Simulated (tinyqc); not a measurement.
Metal gate on a two-layer dielectric stack with fixed charge and a dipole: one step of the calculation.

Gate, layer 2, layer 1, p-type semiconductor; x runs from the gate inwards. Charges are counted in units of +q. psi is the band bending at the surface, positive towards inversion. Classical charge, Boltzmann statistics, no interface traps.

Task. Equivalent thickness and work-function difference. EOT = 3.9 (t1/e1 + t2/e2), Cox = eps0/(t1/e1 + t2/e2); phi_ms = pM - (chi + Eg - Vt ln(Nv/Na)).

Inputs (values chosen for the exercise); band and dielectric values close to those of In0.53Ga0.47As, layer 1 close to silicon dioxide, layer 2 close to hafnium oxide:
- T = 300 K (temperature)
- Eg = 0.735 eV (band gap)
- Nv = 7.68e18 cm^-3 (valence-band density of states at T)
- chi = 4.51 eV (electron affinity)
- Na = 2.6e16 cm^-3 (acceptor density)
- pM = 4.89 eV (work function of the gate metal)
- t1 = 1.1 nm (thickness of layer 1, next to the semiconductor)
- e1 = 4.02 (relative permittivity of layer 1)
- t2 = 6 nm (thickness of layer 2, next to the gate)
- e2 = 21.5 (relative permittivity of layer 2)

Constants: q = 1.602176634e-19 C, kB = 1.380649e-23 J/K, Vt = kB T/q, eps0 = 8.8541878128e-14 F/cm where lengths are in cm. Results are converted to the units shown.

Wanted: EOT; Cox; share of layer 1 in the EOT; phi_ms.

Result.

EOT = 2.156 nm
Cox = 1.602 uF/cm^2
share of layer 1 in the EOT = 49.51 %
phi_ms = -0.2079 V

Numbers from tinyqc (`OMP_NUM_THREADS=1 python tinyqc.py 2010066 2010067 out.jsonl`; about 0.01 s on one thread of a shared Intel Xeon 2.30GHz).
